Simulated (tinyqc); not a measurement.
Deep-level transient spectroscopy: two steps of the calculation.

Schottky contact on an n-type layer with shallow donors Nd (all ionised) and a donor-like deep trap, neutral when filled and positive when empty; depletion approximation. Traps within lam of the depletion edge stay filled. A long pulse to Vp fills the traps beyond x1 = Wp - lam; back at Vr those between x1 and x2 = Wr - lam emit. A rate window reads S = C(t2) - C(t1).

Inputs (values chosen for the exercise); material values close to those of gallium nitride:
```
symbol    value   unit                                      meaning
Nc       2.3e18  cm^-3   conduction-band density of states at 300 K
vth       2.6e7   cm/s                    thermal velocity at 300 K
Et         0.11     eV  depth of the trap below the conduction edge
sn      1.1e-17   cm^2                        capture cross-section
t1            5     ms                          first sampling time
t2         12.5     ms                         second sampling time
T           102      K                 temperature of the transient
```

Constants: q = 1.602176634e-19 C, kB = 1.380649e-23 J/K. Results are converted to the units shown.

Problem 1. Emission rate and rate window. Emission rate en = sn vth(T) Nc(T) exp(-Et/kB T) = sn g T^2 exp(-Et/kB T), g = vth Nc/(300 K)^2, as vth goes as T^0.5 and Nc as T^1.5 (degeneracy factor 1). For an exponential transient S peaks where en = ew = ln(t2/t1)/(t2 - t1).

Find: g; en; 1/en; ew.

Solution 1.

g = 6.6444e20 cm^-2 s^-1 K^-2
en = 279.25 1/s
1/en = 3.5810 ms
ew = 122.17 1/s

Problem 2. Peak temperature. Fixed-point step for en(T) = ew: T(new) = (Et q/kB)/ln(sn g T^2/ew), g = vth Nc/(300 K)^2.

ew = 122.17210 1/s
T at the start = 300 K

Wanted: T after step 1.

Solution 2.

T after step 1 = 82.36 K

Computed by the program tinyqc: `OMP_NUM_THREADS=1 python tinyqc.py 2050103 2050104 out.jsonl`, one thread of a shared Intel Xeon 2.30GHz, about 0.01 s for the whole run.
